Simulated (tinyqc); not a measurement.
Anisotropic wet etching of Si(100): plane rates, V-grooves, membranes and undercut: one step, computed by the program tinyqc. Command: `OMP_NUM_THREADS=1 python tinyqc.py 3004947 3004948 out.jsonl wetetch walk`. One thread of a shared host (Intel(R) Xeon(R) Processor @ 2.30GHz), about 0.01 s of CPU time with the checks.

A long slot opens the mask on a (100) wafer. The floor etches at R100; (111) walls stand at theta = arctan(sqrt2) = 54.7356 degrees to the surface and recede at R111 along their normal.

Task: Shape after the time t. A misaligned edge exposes ledges and adds R100 sin(misalignment) to the lateral rate (a simple estimate): u = R111/sin(theta) + R100 sin(misalignment). Top width W = w + 2 u t; floor width b = W - 2 z/tan(theta) = W - sqrt2 z. The floor lasts until b = 0, at t_V = w/(sqrt2 R100 - 2u); depth z = R100 t before t_V and W/sqrt2 after.

Inputs (values chosen for the exercise, close to those used for potassium hydroxide solutions):
```
quantity,value,unit
bath temperature T,50,C
"width w (mask opening along <110>, or membrane width in the design step)",8.1,um
misalignment of the mask,0,degrees
etch time t,75,min
```

R100 = 0.2341918 um/min

R111 = 0.001046447 um/min

Give: lateral rate u; time t_V to close the V; top width W; depth z; floor width b.

Result:

lateral rate u = 0.0012816 um/min

time t_V to close the V = 24.647 min

top width W = 8.2922 um

depth z = 5.8635 um

floor width b = 0 um

The groove has closed to a V and now deepens at sqrt2 u = 0.00181 um/min, 0.8 % of R100.
